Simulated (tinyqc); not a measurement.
Isotherms: adsorption as a lattice gas: isotherms with interactions, competition, desorption peaks and saturation dose. Computed by tinyqc, a small Python program. Command: `OMP_NUM_THREADS=1 python tinyqc.py 3006309 3006310 out.jsonl adsorb walk`. One thread of a shared host (Intel(R) Xeon(R) Processor @ 2.30GHz), about 0.2 s of CPU time with the checks.

One adsorbate per site; a molecule needs 1 empty site. Gas and surface have the same temperature.

Inputs (values chosen for the exercise, for a model surface):

| quantity | value | unit |
|---|---|---|
| desorption energy E | 1.87 | eV |
| prefactor nu | 1.5e+14 | 1/s |
| pair energy w (positive repels) | 0.012 | eV |
| neighbours z | 3 | - |
| site density N_s | 9 | 1/nm^2 |
| molecular mass M | 10.8 | u |
| sticking coefficient s0 | 0.37 | - |
| temperature T | 740 | K |
| pressure p | 0.0057 | Pa |
| blocking by a second gas, K_B p_B | 0.052 | - |

Adsorption: molecular (first order).

Constants: u = 1.6605390666e-27 kg; k_B = 1.380649e-23 J/K; k_B = 8.617333262e-05 eV/K.

Method. Flux F = p/sqrt(2 pi M k_B T); k_d = nu exp(-E/(k_B T)); s0 F (1 - theta) = N_s k_d theta, so y = s0 F/(N_s k_d), theta = y/(1 + y). With a second gas on the same sites theta = y/(1 + y + K_B p_B). With u = w/(k_B T). Mean field: theta/(1 - theta) = y exp(-z u theta). Quasi-chemical: theta/(1 - theta) = y [(r - 1 + 2 theta)(1 - theta)/((r + 1 - 2 theta) theta)]^(-z/2) exp(-z u/2), r = sqrt(1 - 4 theta (1 - theta)(1 - exp(-u))).

u = 0.188181

Coverage; the first column is ln y - z u/2:

| ln y - z u/2 | no interaction | mean field | quasi-chemical |
|---|---|---|---|
| -5.0 | 0.00886 | 0.00881 | 0.00882 |
| -3.0 | 0.06194 | 0.06000 | 0.06014 |
| -2.0 | 0.15216 | 0.14210 | 0.14262 |
| -1.0 | 0.32789 | 0.29258 | 0.29343 |
| -0.5 | 0.44578 | 0.39198 | 0.39256 |
| 0.0 | 0.57010 | 0.50000 | 0.50000 |
| 0.5 | 0.68617 | 0.60802 | 0.60744 |
| 1.0 | 0.78284 | 0.70742 | 0.70657 |
| 2.0 | 0.90740 | 0.85790 | 0.85738 |
| 3.0 | 0.96382 | 0.94000 | 0.93986 |
| 5.0 | 0.99494 | 0.99119 | 0.99118 |

What follows from these numbers?

At half coverage the slope d theta/d ln y is 1/4 without interaction, 1/(4 + z u) = 0.219 in mean field and 0.218 in the pair theory, 1/[4 + 2 z (exp(u/2) - 1)]. Repulsion spreads the filling over a wider range of pressure; the two theories differ by at most 8.6e-4 in these rows.
